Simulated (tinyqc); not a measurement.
From results back to parameters: linear model of a band gap against the share of exact exchange. Three cases, with inputs chosen for the exercise.

Problem. Gap and optical dielectric constant were computed at two shares alpha. They follow E = E0 + S alpha and eps = 1 + (e0 - 1)(EP/(EP + S alpha))^2.

Case 1.

Values chosen (out of a larger set: of the order of those of GaP; not measured data): al12 = (0.1, 0.15) (two shares of exact exchange).

gaps (eV): 2.20500  2.49750

eps: 9.277639  8.871587

Case 2.

Values chosen (out of a larger set: of the order of those of diamond; not measured data): al12 = (0.2, 0.3) (two shares of exact exchange).

gaps (eV): 5.80800  6.58700

eps: 5.456757  5.221633

Case 3.

Values chosen (out of a larger set: of the order of those of AlN; not measured data): al12 = (0.2, 0.25) (two shares of exact exchange).

gaps (eV): 5.95800  6.38750

eps: 4.252228  4.137566

Find: S; E0; EP; e0.

Solution. The two gaps give S and E0. With q = sqrt((eps1 - 1)/(eps2 - 1)) = (EP + S alpha2)/(EP + S alpha1), EP = S (alpha2 - q alpha1)/(q - 1); e0 follows from either eps.

Case 1.

S = 5.85 eV
E0 = 1.62 eV
EP = 10.9 eV
e0 = 10.19

Case 2.

S = 7.79 eV
E0 = 4.25 eV
EP = 26.8 eV
e0 = 5.99

Case 3.

S = 8.59 eV
E0 = 4.24 eV
EP = 22.0 eV
e0 = 4.78

Computed by tinyqc, one run a case: `OMP_NUM_THREADS=1 python tinyqc.py N N+1 out.jsonl` with N = 1850928, 1850947, 1850981; one thread of a shared Intel(R) Xeon(R) Processor @ 2.30GHz, about 0.01 s a run at most.
